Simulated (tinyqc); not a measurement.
Inside a calculation (part 2 of 2). Method: UHF in the 6-31g basis, for H3-, spin multiplicity 1. The basis has no diffuse functions, so it cannot describe the extra electron: this is an exercise in the method, not the real anion. Computed by tinyqc, a small Python program that keeps every step (integrals from PySCF). Command: `OMP_NUM_THREADS=1 python tinyqc.py 29115 29116 out.jsonl` (the two numbers bound the seeds that draw the settings). One thread of a shared host (Intel(R) Xeon(R) Processor @ 2.60GHz), about 0.09 s of CPU time with the checks.

Geometry (angstrom):
```
atom       x       y        z
H     0.0000  0.0000   0.0000
H     0.0000  0.0000   1.2880
H     0.0000  0.0000  -1.2880
```

## Iteration 3: building the Fock matrix

D(alpha) after iteration 2:
```
         1H 1s    1H 2s    2H 1s    2H 2s    3H 1s    3H 2s
1H 1s   0.0609   0.1308   0.0363   0.0893   0.0110  -0.0294
1H 2s   0.1308   0.3368   0.0905   0.2249  -0.0644  -0.2556
2H 1s   0.0363   0.0905   0.0245   0.0607  -0.0131  -0.0606
2H 2s   0.0893   0.2249   0.0607   0.1505  -0.0360  -0.1571
3H 1s   0.0110  -0.0644  -0.0131  -0.0360   0.1397   0.2961
3H 2s  -0.0294  -0.2556  -0.0606  -0.1571   0.2961   0.6736
```

D(beta) after iteration 2:
```
         1H 1s    1H 2s    2H 1s    2H 2s    3H 1s    3H 2s
1H 1s   0.0609   0.1308   0.0110  -0.0294   0.0363   0.0893
1H 2s   0.1308   0.3368  -0.0644  -0.2556   0.0905   0.2249
2H 1s   0.0110  -0.0644   0.1397   0.2961  -0.0131  -0.0360
2H 2s  -0.0294  -0.2556   0.2961   0.6736  -0.0606  -0.1571
3H 1s   0.0363   0.0905  -0.0131  -0.0606   0.0245   0.0607
3H 2s   0.0893   0.2249  -0.0360  -0.1571   0.0607   0.1505
```

core Hamiltonian H = T + V (hartree):
```
         1H 1s    1H 2s    2H 1s    2H 2s    3H 1s    3H 2s
1H 1s  -1.0792  -1.0225  -0.2594  -0.5177  -0.2594  -0.5177
1H 2s  -1.0225  -1.1791  -0.4814  -0.7516  -0.4814  -0.7516
2H 1s  -0.2594  -0.4814  -0.8738  -0.8878  -0.0020  -0.0644
2H 2s  -0.5177  -0.7516  -0.8878  -0.9944  -0.0644  -0.2200
3H 1s  -0.2594  -0.4814  -0.0020  -0.0644  -0.8738  -0.8878
3H 2s  -0.5177  -0.7516  -0.0644  -0.2200  -0.8878  -0.9944
```

nuclear repulsion = 1.027130 hartree

Given earlier and not repeated: Two-electron integrals (ij|kl) in chemists' order.

J_ij = sum D_kl (ij|kl) with D = D(alpha) + D(beta), K_ij = sum D_kl (ik|jl) for each spin; F = H + J - K(s); E = tr D H + tr D J / 2 - 0.5 sum_s tr D(s) K(s) + E_nn.

Coulomb J (hartree):
```
        1H 1s   1H 2s   2H 1s   2H 2s   3H 1s   3H 2s
1H 1s  1.9634  1.2168  0.2105  0.5562  0.2105  0.5562
1H 2s  1.2168  1.5877  0.5273  0.9603  0.5273  0.9603
2H 1s  0.2105  0.5273  1.8054  1.1037  0.0006  0.0527
2H 2s  0.5562  0.9603  1.1037  1.4162  0.0527  0.2349
3H 1s  0.2105  0.5273  0.0006  0.0527  1.8054  1.1037
3H 2s  0.5562  0.9603  0.0527  0.2349  1.1037  1.4162
```

exchange K(alpha) (hartree):
```
        1H 1s   1H 2s    2H 1s   2H 2s    3H 1s   3H 2s
1H 1s  0.4123  0.3908   0.1782  0.2739   0.1126  0.1974
1H 2s  0.3908  0.4624   0.2296  0.3283   0.2480  0.3168
2H 1s  0.1782  0.2296   0.2928  0.2960  -0.0090  0.0391
2H 2s  0.2739  0.3283   0.2960  0.3563   0.0212  0.0921
3H 1s  0.1126  0.2480  -0.0090  0.0212   0.6344  0.5140
3H 2s  0.1974  0.3168   0.0391  0.0921   0.5140  0.4948
```

exchange K(beta) (hartree):
```
        1H 1s   1H 2s    2H 1s   2H 2s    3H 1s   3H 2s
1H 1s  0.4123  0.3908   0.1126  0.1974   0.1782  0.2739
1H 2s  0.3908  0.4624   0.2480  0.3168   0.2296  0.3283
2H 1s  0.1126  0.2480   0.6344  0.5140  -0.0090  0.0212
2H 2s  0.1974  0.3168   0.5140  0.4948   0.0391  0.0921
3H 1s  0.1782  0.2296  -0.0090  0.0391   0.2928  0.2960
3H 2s  0.2739  0.3283   0.0212  0.0921   0.2960  0.3563
```

F(alpha) (hartree):
```
         1H 1s    1H 2s    2H 1s    2H 2s    3H 1s    3H 2s
1H 1s   0.4719  -0.1965  -0.2271  -0.2355  -0.1615  -0.1590
1H 2s  -0.1965  -0.0537  -0.1837  -0.1196  -0.2021  -0.1081
2H 1s  -0.2271  -0.1837   0.6388  -0.0800   0.0077  -0.0508
2H 2s  -0.2355  -0.1196  -0.0800   0.0654  -0.0328  -0.0772
3H 1s  -0.1615  -0.2021   0.0077  -0.0328   0.2973  -0.2980
3H 2s  -0.1590  -0.1081  -0.0508  -0.0772  -0.2980  -0.0730
```

F(beta) (hartree):
```
         1H 1s    1H 2s    2H 1s    2H 2s    3H 1s    3H 2s
1H 1s   0.4719  -0.1965  -0.1615  -0.1590  -0.2271  -0.2355
1H 2s  -0.1965  -0.0537  -0.2021  -0.1081  -0.1837  -0.1196
2H 1s  -0.1615  -0.2021   0.2973  -0.2980   0.0077  -0.0328
2H 2s  -0.1590  -0.1081  -0.2980  -0.0730  -0.0508  -0.0772
3H 1s  -0.2271  -0.1837   0.0077  -0.0508   0.6388  -0.0800
3H 2s  -0.2355  -0.1196  -0.0328  -0.0772  -0.0800   0.0654
```

total energy of this density = -1.518241 hartree

## Iteration 3: DIIS over 2 matrices

error matrix X^T (FDS - SDF) X (alpha):
```
         1        2        3        4        5        6
1   0.0000  -0.0026   0.0161   0.0077  -0.0098  -0.0157
2   0.0026   0.0000   0.0192   0.0067  -0.0007  -0.0024
3  -0.0161  -0.0192   0.0000  -0.0162   0.0143   0.0086
4  -0.0077  -0.0067   0.0162   0.0000   0.0169   0.0077
5   0.0098   0.0007  -0.0143  -0.0169   0.0000   0.0271
6   0.0157   0.0024  -0.0086  -0.0077  -0.0271   0.0000
```

B (overlaps of the stored error matrices):
```
               1              2
1  4.6150818e-02  2.0521013e-02
2  2.0521013e-02  1.0822928e-02
```

Minimise |sum c_i e_i|^2 with sum c_i = 1: solve [B -1; -1 0][c; lambda] = [0; -1] with B_ij = tr e_i^T e_j summed over both spins, and take F = sum c_i F_i.

DIIS coefficients: -0.6087  1.6087

extrapolated F(alpha) (hartree):
```
         1H 1s    1H 2s    2H 1s    2H 2s    3H 1s    3H 2s
1H 1s   0.4628  -0.2011  -0.2303  -0.2359  -0.1740  -0.1692
1H 2s  -0.2011  -0.0599  -0.1946  -0.1266  -0.2050  -0.1128
2H 1s  -0.2303  -0.1946   0.6000  -0.1070   0.0096  -0.0482
2H 2s  -0.2359  -0.1266  -0.1070   0.0455  -0.0329  -0.0752
3H 1s  -0.1740  -0.2050   0.0096  -0.0329   0.3223  -0.2893
3H 2s  -0.1692  -0.1128  -0.0482  -0.0752  -0.2893  -0.0750
```

extrapolated F(beta) (hartree):
```
         1H 1s    1H 2s    2H 1s    2H 2s    3H 1s    3H 2s
1H 1s   0.4628  -0.2011  -0.1740  -0.1692  -0.2303  -0.2359
1H 2s  -0.2011  -0.0599  -0.2050  -0.1128  -0.1946  -0.1266
2H 1s  -0.1740  -0.2050   0.3223  -0.2893   0.0096  -0.0329
2H 2s  -0.1692  -0.1128  -0.2893  -0.0750  -0.0482  -0.0752
3H 1s  -0.2303  -0.1946   0.0096  -0.0482   0.6000  -0.1070
3H 2s  -0.2359  -0.1266  -0.0329  -0.0752  -0.1070   0.0455
```

## Iteration 3: diagonalisation and new density

X:
```
         1H 1s    1H 2s    2H 1s    2H 2s    3H 1s    3H 2s
1H 1s   1.2743  -0.5829   0.0159   0.0585   0.0159   0.0585
1H 2s  -0.5829   1.9949   0.0208  -0.6564   0.0208  -0.6564
2H 1s   0.0159   0.0208   1.2547  -0.5023  -0.0087   0.0176
2H 2s   0.0585  -0.6564  -0.5023   1.5685   0.0176   0.1830
3H 1s   0.0159   0.0208  -0.0087   0.0176   1.2547  -0.5023
3H 2s   0.0585  -0.6564   0.0176   0.1830  -0.5023   1.5685
```

Diagonalise F' = X^T F X, C = X C', fill 2 alpha and 2 beta electrons from the bottom; D(s) = C_occ C_occ^T. Each column has its largest component positive (the first on a tie).

F' = X^T F X (alpha) (hartree):
```
         1        2        3        4        5        6
1   0.9756  -0.6236  -0.1054  -0.1057  -0.0597  -0.0463
2  -0.6236   0.6159  -0.1287  -0.2128  -0.0985  -0.1505
3  -0.1054  -0.1287   1.0766  -0.5518   0.0141   0.0471
4  -0.1057  -0.2128  -0.5518   0.5132   0.0526  -0.0033
5  -0.0597  -0.0985   0.0141   0.0526   0.8398  -0.6657
6  -0.0463  -0.1505   0.0471  -0.0033  -0.6657   0.4104
```

orbital energies (alpha) (hartree): MO1 -0.2238, MO2 -0.0266, MO3 0.4933, MO4 1.3063, MO5 1.4189, MO6 1.4632

coefficients C (alpha):
```
          MO1      MO2      MO3      MO4      MO5      MO6
1H 1s  0.2116  -0.1145   0.2072   0.2500   0.6100  -1.1982
1H 2s  0.2711  -0.4093   1.3270   0.0994  -0.6734   1.6483
2H 1s  0.1030  -0.1722  -0.1014   0.4687   1.0618   0.6558
2H 2s  0.1917  -0.4085  -1.1108  -0.3888  -0.7272  -1.0311
3H 1s  0.2396   0.2253  -0.0431   1.1921  -0.5445  -0.0147
3H 2s  0.4088   0.7001  -0.7463  -1.1142   0.7238  -0.4484
```

F' = X^T F X (beta) (hartree):
```
         1        2        3        4        5        6
1   0.9756  -0.6236  -0.0597  -0.0463  -0.1054  -0.1057
2  -0.6236   0.6159  -0.0985  -0.1505  -0.1287  -0.2128
3  -0.0597  -0.0985   0.8398  -0.6657   0.0141   0.0526
4  -0.0463  -0.1505  -0.6657   0.4104   0.0471  -0.0033
5  -0.1054  -0.1287   0.0141   0.0471   1.0766  -0.5518
6  -0.1057  -0.2128   0.0526  -0.0033  -0.5518   0.5132
```

orbital energies (beta) (hartree): MO1 -0.2238, MO2 -0.0266, MO3 0.4933, MO4 1.3063, MO5 1.4189, MO6 1.4632

coefficients C (beta):
```
          MO1      MO2      MO3      MO4      MO5      MO6
1H 1s  0.2116  -0.1145   0.2072   0.2500   0.6100  -1.1982
1H 2s  0.2711  -0.4093   1.3270   0.0994  -0.6734   1.6483
2H 1s  0.2396   0.2253  -0.0431   1.1921  -0.5445  -0.0147
2H 2s  0.4088   0.7001  -0.7463  -1.1142   0.7238  -0.4484
3H 1s  0.1030  -0.1722  -0.1014   0.4687   1.0618   0.6558
3H 2s  0.1917  -0.4085  -1.1108  -0.3888  -0.7272  -1.0311
```

D(alpha) after iteration 3:
```
        1H 1s    1H 2s    2H 1s    2H 2s    3H 1s    3H 2s
1H 1s  0.0579   0.1042   0.0415   0.0873   0.0249   0.0063
1H 2s  0.1042   0.2410   0.0984   0.2192  -0.0273  -0.1758
2H 1s  0.0415   0.0984   0.0402   0.0901  -0.0141  -0.0785
2H 2s  0.0873   0.2192   0.0901   0.2036  -0.0461  -0.2076
3H 1s  0.0249  -0.0273  -0.0141  -0.0461   0.1082   0.2556
3H 2s  0.0063  -0.1758  -0.0785  -0.2076   0.2556   0.6572
```

D(beta) after iteration 3:
```
        1H 1s    1H 2s    2H 1s    2H 2s    3H 1s    3H 2s
1H 1s  0.0579   0.1042   0.0249   0.0063   0.0415   0.0873
1H 2s  0.1042   0.2410  -0.0273  -0.1758   0.0984   0.2192
2H 1s  0.0249  -0.0273   0.1082   0.2556  -0.0141  -0.0461
2H 2s  0.0063  -0.1758   0.2556   0.6572  -0.0785  -0.2076
3H 1s  0.0415   0.0984  -0.0141  -0.0785   0.0402   0.0901
3H 2s  0.0873   0.2192  -0.0461  -0.2076   0.0901   0.2036
```

## Iteration 10 (converged): orbitals

converged F(alpha) (hartree):
```
         1H 1s    1H 2s    2H 1s    2H 2s    3H 1s    3H 2s
1H 1s   0.4528  -0.1994  -0.2096  -0.2077  -0.2096  -0.2077
1H 2s  -0.1994  -0.0638  -0.2091  -0.1287  -0.2091  -0.1287
2H 1s  -0.2096  -0.2091   0.4518  -0.2137   0.0154  -0.0364
2H 2s  -0.2077  -0.1287  -0.2137  -0.0332  -0.0364  -0.0719
3H 1s  -0.2096  -0.2091   0.0154  -0.0364   0.4518  -0.2137
3H 2s  -0.2077  -0.1287  -0.0364  -0.0719  -0.2137  -0.0332
```

converged F(beta) (hartree):
```
         1H 1s    1H 2s    2H 1s    2H 2s    3H 1s    3H 2s
1H 1s   0.4528  -0.1994  -0.2096  -0.2077  -0.2096  -0.2077
1H 2s  -0.1994  -0.0638  -0.2091  -0.1287  -0.2091  -0.1287
2H 1s  -0.2096  -0.2091   0.4518  -0.2137   0.0154  -0.0364
2H 2s  -0.2077  -0.1287  -0.2137  -0.0332  -0.0364  -0.0719
3H 1s  -0.2096  -0.2091   0.0154  -0.0364   0.4518  -0.2137
3H 2s  -0.2077  -0.1287  -0.0364  -0.0719  -0.2137  -0.0332
```

As before.

F' = X^T F X (alpha) (hartree):
```
         1        2        3        4        5        6
1   0.9550  -0.6063  -0.0876  -0.0806  -0.0876  -0.0806
2  -0.6063   0.6192  -0.1193  -0.1886  -0.1193  -0.1886
3  -0.0876  -0.1193   0.9579  -0.6180   0.0180   0.0548
4  -0.0806  -0.1886  -0.6180   0.4515   0.0548   0.0038
5  -0.0876  -0.1193   0.0180   0.0548   0.9579  -0.6180
6  -0.0806  -0.1886   0.0548   0.0038  -0.6180   0.4515
```

orbital energies (alpha) (hartree): MO1 -0.2260, MO2 -0.0226, MO3 0.4754, MO4 1.3240, MO5 1.4103, MO6 1.4319

coefficients C (alpha):
```
          MO1      MO2      MO3      MO4      MO5      MO6
1H 1s  0.2298   0.0000   0.2330   0.4350   0.0001  -1.2941
1H 2s  0.3168   0.0000   1.3644  -0.1290  -0.0001   1.7899
2H 1s  0.1643  -0.2105  -0.0842   0.8748   0.9429   0.3084
2H 2s  0.2846  -0.5923  -0.9392  -0.7122  -0.8626  -0.7844
3H 1s  0.1643   0.2105  -0.0842   0.8748  -0.9429   0.3084
3H 2s  0.2846   0.5923  -0.9392  -0.7123   0.8626  -0.7844
```

F' = X^T F X (beta) (hartree):
```
         1        2        3        4        5        6
1   0.9550  -0.6063  -0.0876  -0.0806  -0.0876  -0.0806
2  -0.6063   0.6192  -0.1193  -0.1886  -0.1193  -0.1886
3  -0.0876  -0.1193   0.9579  -0.6180   0.0180   0.0548
4  -0.0806  -0.1886  -0.6180   0.4515   0.0548   0.0038
5  -0.0876  -0.1193   0.0180   0.0548   0.9579  -0.6180
6  -0.0806  -0.1886   0.0548   0.0038  -0.6180   0.4515
```

orbital energies (beta) (hartree): MO1 -0.2260, MO2 -0.0226, MO3 0.4754, MO4 1.3240, MO5 1.4103, MO6 1.4319

coefficients C (beta):
```
          MO1      MO2      MO3      MO4      MO5      MO6
1H 1s  0.2298   0.0000   0.2330   0.4350   0.0001  -1.2941
1H 2s  0.3168   0.0000   1.3644  -0.1290  -0.0001   1.7899
2H 1s  0.1643   0.2105  -0.0842   0.8748  -0.9429   0.3084
2H 2s  0.2846   0.5923  -0.9392  -0.7123   0.8626  -0.7844
3H 1s  0.1643  -0.2105  -0.0842   0.8748   0.9429   0.3084
3H 2s  0.2846  -0.5923  -0.9392  -0.7122  -0.8626  -0.7844
```

D(alpha) after iteration 10:
```
        1H 1s   1H 2s    2H 1s    2H 2s    3H 1s    3H 2s
1H 1s  0.0528  0.0728   0.0377   0.0654   0.0377   0.0654
1H 2s  0.0728  0.1004   0.0520   0.0902   0.0520   0.0901
2H 1s  0.0377  0.0520   0.0713   0.1714  -0.0173  -0.0779
2H 2s  0.0654  0.0902   0.1714   0.4318  -0.0779  -0.2699
3H 1s  0.0377  0.0520  -0.0173  -0.0779   0.0713   0.1714
3H 2s  0.0654  0.0901  -0.0779  -0.2699   0.1714   0.4319
```

D(beta) after iteration 10:
```
        1H 1s   1H 2s    2H 1s    2H 2s    3H 1s    3H 2s
1H 1s  0.0528  0.0728   0.0377   0.0654   0.0377   0.0654
1H 2s  0.0728  0.1004   0.0520   0.0901   0.0520   0.0902
2H 1s  0.0377  0.0520   0.0713   0.1714  -0.0173  -0.0779
2H 2s  0.0654  0.0901   0.1714   0.4319  -0.0779  -0.2699
3H 1s  0.0377  0.0520  -0.0173  -0.0779   0.0713   0.1714
3H 2s  0.0654  0.0902  -0.0779  -0.2699   0.1714   0.4318
```

## Convergence

Stop when the energy changes by less than 1e-08 hartree and every element of the error matrix X^T (F D S - S D F) X (for each spin) is below 3e-05.

Course of the cycle:
```
iteration  E (hartree)     change  largest element of the error matrix
1            -1.154162          -                             2.15e-01
2            -1.486841  -3.33e-01                             5.57e-02
3            -1.518241  -3.14e-02                             2.71e-02
4            -1.533595  -1.54e-02                             9.68e-03
5            -1.541801  -8.21e-03                             4.19e-03
6            -1.544133  -2.33e-03                             1.76e-03
7            -1.544657  -5.25e-04                             3.04e-04
8            -1.544666  -8.23e-06                             6.50e-05
9            -1.544666  -4.80e-07                             6.08e-06
10           -1.544666  -7.92e-09                             9.03e-07
```

PySCF UHF in the same basis, after a stability check = -1.544666 hartree

Converged in 10 iterations.

## Populations, bond orders and dipole

overlap S:
```
        1H 1s   1H 2s   2H 1s   2H 2s   3H 1s   3H 2s
1H 1s  1.0000  0.6583  0.1116  0.3023  0.1116  0.3023
1H 2s  0.6583  1.0000  0.3023  0.6202  0.3023  0.6202
2H 1s  0.1116  0.3023  1.0000  0.6583  0.0003  0.0296
2H 2s  0.3023  0.6202  0.6583  1.0000  0.0296  0.1479
3H 1s  0.1116  0.3023  0.0003  0.0296  1.0000  0.6583
3H 2s  0.3023  0.6202  0.0296  0.1479  0.6583  1.0000
```

Mulliken: Z minus the diagonal of D S on the atom; Loewdin: the same with S^(1/2) D S^(1/2); Mayer order: 2 sum_s sum (D(s) S)_ij (D(s) S)_ji over the two atoms.

Charges (e):
```
atom  Mulliken  Loewdin  Mulliken spin
1H      0.1196   0.0915              0
2H     -0.5598  -0.5457      -2.07e-05
3H     -0.5598  -0.5457       2.07e-05
```

Mayer bond orders:
```
pair   order
2-1   0.4929
3-1   0.4929
3-2   0.1625
```

dipole moment about the origin, x y z (debye): 0.0000  0.0000  0.0000

<S^2> of the determinant (pure state: 0) = 6.63e-10
